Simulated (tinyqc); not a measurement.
# One-dimensional ballistic tunnel FET, two-band WKB, step by step

Computed by the program tinyqc: `OMP_NUM_THREADS=1 python tinyqc.py 2620010 2620011 out.jsonl`, one thread of a shared Intel Xeon 2.30GHz, about 0.01 s for the whole run. Printed values are rounded.

A p-type source for x < 0 with its Fermi level at 0 and its valence edge at ds; in the channel the bands fall as D exp(-x/lam) towards their flat values, with the conduction edge at Ec = ds - dP and D = dP + Eg. The gate moves dP one to one. The drain Fermi level lies at -Vd and the drain side reflects nothing. For w = E - Ec between 0 and dP an electron crosses the gap. Two-band dispersion with equal masses m: inside the gap kappa = sqrt(m u (1 - u/Eg)/C), u the distance from a band edge, C = hbar^2/(2 m0).

Inputs (values chosen for the exercise); band and dielectric values close to those of gallium arsenide: temperature T = 300 K; band gap Eg = 1.4 eV; band-edge mass of the two-band model m = 0.073 m0; screening length of the source junction lam = 2.7 nm; source valence edge above the source Fermi level ds = 0.06 eV; drain bias Vd = 0.3 V; number of degenerate subbands (spin apart) g = 1; tunnelling window Ev(source) - Ec(channel) dP = 0.4 eV; energy above the channel conduction edge w0 = 0.24 eV; cells of the path nc = 10; points of the energy grid nE = 9.

Constants: q = 1.602176634e-19 C, kB = 1.380649e-23 J/K, hbar = 1.054571817e-34 J s, h = 6.62607015e-34 J s, m0 = 9.1093837015e-31 kg, Vt = kB T/q, hbar^2/(2 m0) = 0.0380998212 eV nm^2. Results are converted to the units shown.

## The path through the gap by the midpoint rule

At w = w0 the path runs from xa = lam ln(D/(w + Eg)) to xb = lam ln(D/w); u(x) = w + Eg - D exp(-x/lam) is the height above the valence edge. Cut it into nc equal cells: S = 2 (cell width) times the sum of kappa at the centres.

xa = 0.251344 nm
xb = 5.44024 nm

| cell | x (nm) | u (eV) | kappa (1/nm) |
|---|---|---|---|
| 0 | 0.51079 | 0.15025 | 0.506944 |
| 1 | 1.02968 | 0.41073 | 0.745710 |
| 2 | 1.54857 | 0.62565 | 0.814274 |
| 3 | 2.06746 | 0.80301 | 0.809991 |
| 4 | 2.58635 | 0.94935 | 0.765190 |
| 5 | 3.10524 | 1.07010 | 0.695085 |
| 6 | 3.62413 | 1.16975 | 0.607135 |
| 7 | 4.14301 | 1.25197 | 0.503631 |
| 8 | 4.66190 | 1.31981 | 0.380582 |
| 9 | 5.18079 | 1.37579 | 0.213489 |

S = 6.27029

## The exponent in closed form

S(w) = 2 lam int_0^Eg kappa(u) du/(w + Eg - u) = 2 pi lam sqrt(m/(C Eg)) [w + Eg/2 - sqrt(w (w + Eg))], T(w) = exp(-S). The common triangular estimate is S = (4/3) lam sqrt(m/C) Eg^1.5/(dP + Eg) for all w.

S(w0) = 6.20444
T(w0) = 0.00202044
triangular S = 4.58587

The midpoint value is 1.1 % above the closed form, and the triangular estimate 26 % below it.

## Current on a coarse grid

S(w) = 2 lam int_0^Eg kappa(u) du/(w + Eg - u) = 2 pi lam sqrt(m/(C Eg)) [w + Eg/2 - sqrt(w (w + Eg))], T(w) = exp(-S). I = g (2 q^2/h) int_0^dP T(w) [f(E) - f(E + Vd)] dw, E = ds - dP + w, f(x) = 1/(1 + exp(x/Vt)). Simpson's rule on nE equally spaced points.

| point | w (eV) | T(w) | difference of the f |
|---|---|---|---|
| 0 | 0.000000 | 9.25982e-7 | 0.175479 |
| 1 | 0.050000 | 7.18489e-5 | 0.595503 |
| 2 | 0.100000 | 2.77247e-4 | 0.910501 |
| 3 | 0.150000 | 6.75663e-4 | 0.985363 |
| 4 | 0.200000 | 0.00131370 | 0.993525 |
| 5 | 0.250000 | 0.00222618 | 0.969856 |
| 6 | 0.300000 | 0.00343682 | 0.824476 |
| 7 | 0.350000 | 0.00495961 | 0.404478 |
| 8 | 0.400000 | 0.00680032 | 0.0894056 |

I = 0.0373010 uA

A converged quadrature gives 0.03736 uA; this grid is 0.15 % below that.
